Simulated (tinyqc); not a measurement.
Changing the anneal time t: hydrogen passivation of interface dangling bonds: competing passivation and dissociation with distributed barriers. Computed by tinyqc, a small Python program. Command: `OMP_NUM_THREADS=1 python tinyqc.py 3019710 3019711 out.jsonl passiv sweep`. One thread of a shared host (Intel(R) Xeon(R) Processor @ 2.30GHz), about 0.1 s of CPU time with the checks.

P_b + H2 gives P_bH + H at the rate k_f [H2]; P_bH gives P_b + H at the rate k_d. All defects start unpassivated. E_f and E_d are Gaussian and independent.

Inputs (values chosen for the exercise, close to those used for P_b centres at the silicon-oxide interface):
```
quantity                                      value          unit
defect density N0                           5.3e+11        1/cm^2
passivation prefactor k_f0                  6.3e-08        cm^3/s
mean passivation barrier E_f                   1.66            eV
spread sigma_f                                 0.11            eV
dissociation prefactor k_d0                 8.2e+12           1/s
mean dissociation barrier E_d                  2.58            eV
spread sigma_d                                0.089            eV
H2 in the oxide per atm, solubility factor  3.4e+17  1/(cm^3 atm)
hydrogen pressure p                            0.05           atm
anneal temperature T                            450             C
oxide thickness                                 1.9            nm
```

Constants: k_B = 8.617333262e-05 eV/K; e = 1.602176634e-19 C; eps_0 = 8.8541878128e-12 F/m.

Method:
- [H2] = solubility factor x p; a = k_f0 [H2] exp(-E_f/(k_B T)), d = k_d0 exp(-E_d/(k_B T)). For one pair of barriers the active share is y = [d + a exp(-(a + d) t)]/(a + d).
- Temperatures in kelvin are T(C) + 273.15.
- Average y over both Gaussians with 40 x 40 Gauss-Hermite points.
- Active density N0 y; threshold shift if each active defect holds one charge, e N0 y t_ox/(3.9 eps_0).
- Minimise the averaged y over T between 150 and 900 C: find where ln y is equal at T - 0.05 and T + 0.05 C; T is rounded to 0.1 C.

One run for each value:
```
anneal time t (s)  active share y  active share, single barriers  best temperature (C)  least active share
1.00e+00                  0.98753                     9.9711e-01                 727.9             0.26294
1.00e+01                  0.91149                     9.7151e-01                 649.3             0.16483
1.00e+02                  0.63371                     7.4911e-01                 582.0             0.09984
1.00e+03                  0.23082                     5.7891e-02                 523.9             0.05928
1.00e+04                  0.04444                     2.9585e-03                 473.4             0.03488
1.00e+05                  0.02349                     2.9585e-03                 428.9             0.02050
1.00e+06                  0.02313                     2.9585e-03                 389.7             0.01210
```

Over the rows, active share y falls from 0.988 to 0.0231 (exponent d ln y / d ln x -0.035 between the first rows and -0.0065 between the last); active share, single barriers falls from 0.997 to 0.00296, flat over part of the range; best temperature (C) falls from 728 to 390 (exponent d ln y / d ln x -0.050 between the first rows and -0.042 between the last). The spread turns a single exponential into a slower, stretched decay. Longer anneals allow a colder optimum with a lower floor.

Caution (all rows): atomic hydrogen, which both passivates and depassivates, and further passivation during cooling are left out.

Extremes, crossings and ranges named in words are read from the listed rows.
